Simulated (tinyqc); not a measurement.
Capacitance of parallel on-chip lines from Laplace's equation on a mesh: one step of the calculation.

Cross-section of an endless row of equal lines between two grounded planes; neighbours are driven in antiphase (+1 V and -1 V), so the plane midway between two lines is at 0 V. By symmetry one quarter is solved: x runs from the centre of a line (column 0, mirror) to that midplane (column 5, 0 V), y from the mid-height of the line (row 0, mirror) to the ground plane (row 3, 0 V). The line fills columns 0 to 2 and rows 0 to 1 at 1 V. Cells beside the line (below row 1) have e2, cells above have e1. Each link between nodes has the conductance g = mean permittivity of the two cells beside it (a cell beyond a mirror counts as 0), and the free nodes obey sum g (V_neighbour - V) = 0.

Problem. Relaxation sweep. One sweep visits the free nodes row by row from row 0, left to right, and replaces V by V + om (weighted mean of the neighbours - V), using new values at once.

Values chosen for this exercise: over-relaxation factor om = 1.

V at the start (V):

|  | col 0 | col 1 | col 2 | col 3 | col 4 | col 5 |
|---|---|---|---|---|---|---|
| row 0 | 1 | 1 | 1 | 0 | 0 | 0 |
| row 1 | 1 | 1 | 1 | 0 | 0 | 0 |
| row 2 | 0 | 0 | 0 | 0 | 0 | 0 |
| row 3 | 0 | 0 | 0 | 0 | 0 | 0 |

gx:

|  | col 0 | col 1 | col 2 | col 3 | col 4 |
|---|---|---|---|---|---|
| row 0 | 1.2 | 1.2 | 1.2 | 1.2 | 1.2 |
| row 1 | 3.15 | 3.15 | 3.15 | 3.15 | 3.15 |
| row 2 | 3.9 | 3.9 | 3.9 | 3.9 | 3.9 |
| row 3 | 1.95 | 1.95 | 1.95 | 1.95 | 1.95 |

gy:

|  | col 0 | col 1 | col 2 | col 3 | col 4 | col 5 |
|---|---|---|---|---|---|---|
| row 0 | 1.2 | 2.4 | 2.4 | 2.4 | 2.4 | 1.2 |
| row 1 | 1.95 | 3.9 | 3.9 | 3.9 | 3.9 | 1.95 |
| row 2 | 1.95 | 3.9 | 3.9 | 3.9 | 3.9 | 1.95 |

Find: V after sweep 1.

Solution.

V after sweep 1 (V):

|  | col 0 | col 1 | col 2 | col 3 | col 4 | col 5 |
|---|---|---|---|---|---|---|
| row 0 | 1.000 | 1.000 | 1.000 | 0.250 | 0.062 | 0.000 |
| row 1 | 1.000 | 1.000 | 1.000 | 0.298 | 0.086 | 0.000 |
| row 2 | 0.250 | 0.312 | 0.328 | 0.156 | 0.061 | 0.000 |
| row 3 | 0.000 | 0.000 | 0.000 | 0.000 | 0.000 | 0.000 |

tinyqc, about 0.4 s, one thread, Intel Xeon 2.30GHz (shared host): `OMP_NUM_THREADS=1 python tinyqc.py 2790186 2790187 out.jsonl`
